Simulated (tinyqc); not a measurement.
ESD clamp with bipolar snapback, compact model and design window: effect of the exponent of the multiplication.

The drain junction multiplies the current that enters it: Igen = (M - 1)(Ic + I0), M = 1/(1 - (Vj/BV)^n). The generated holes leave through the substrate resistance and the base of the parasitic npn: Igen = Vb/Rb + Ic/be, Ic = Is exp(Vb/Vt). Terminal current I = Ic + I0 + Igen and voltage V = Vj + I Ro, per width. Isothermal, constant gain.

For given Vb: Ic, Igen, M = 1 + Igen/(Ic + I0), Vj = BV (1 - 1/M)^(1/n), I and V. Vt1 is the maximum of V along the curve, Vh the following minimum, Vt2 the voltage at I = It2. It1 and Ih are the currents at Vt1 and Vh.

Values chosen for this exercise; values close to those of grounded-gate n-channel clamps: temperature T = 300 K; junction breakdown voltage BV = 8.4 V; current gain of the parasitic npn be = 10.4; saturation current Is = 3.6e-17 A/um; junction leakage I0 = 2.4e-12 A/um; substrate resistance Rb = 6100 ohm um; drain ballast and contact resistance Ro = 500 ohm um; failure current for 100 ns It2 = 10.2 mA/um.

Constants: q = 1.602176634e-19 C, kB = 1.380649e-23 J/K, Vt = kB T/q. Results are converted to the units shown.

Result of one run:
```
Vt1 (V),It1 (uA/um),Vh (V),Ih (uA/um),Vt2 (V),Vt2 - Vt1 (V)
8.444,92.82,6.388,1275,10.14,1.695
```

Which exponent of the multiplication n gave this result: 2, 2.5, 4, 4.5 or 5.5?

n = 4.5.

The whole series:
```
n,Vt1 (V),It1 (uA/um),Vh (V),Ih (uA/um),Vt2 (V),Vt2 - Vt1 (V)
2,8.442,89.08,4.193,1551,7.760,-0.6821
2.5,8.443,90.10,4.866,1511,8.448,0.005227
3,8.443,90.94,5.385,1455,9.003,0.5595
3.5,8.444,91.65,5.793,1393,9.454,1.011
4,8.444,92.27,6.121,1333,9.827,1.383
4.5,8.444,92.82,6.388,1275,10.14,1.695
5,8.444,93.32,6.609,1221,10.40,1.959
5.5,8.445,93.78,6.795,1170,10.63,2.185
6,8.445,94.19,6.952,1124,10.83,2.381
```

As n goes from 2 to 6, Vt1 stays near 8.44 V, It1 rises from 89.1 to 94.2 uA/um, Vh rises from 4.19 to 6.95 V and Vt2 rises from 7.76 to 10.8 V. Vt2 exceeds Vt1, the condition for all fingers to turn on, in 8 of the 9 rows.

tinyqc, about 0.01 s, one thread, Intel Xeon 2.30GHz (shared host): `OMP_NUM_THREADS=1 python tinyqc.py 2670066 2670067 out.jsonl`
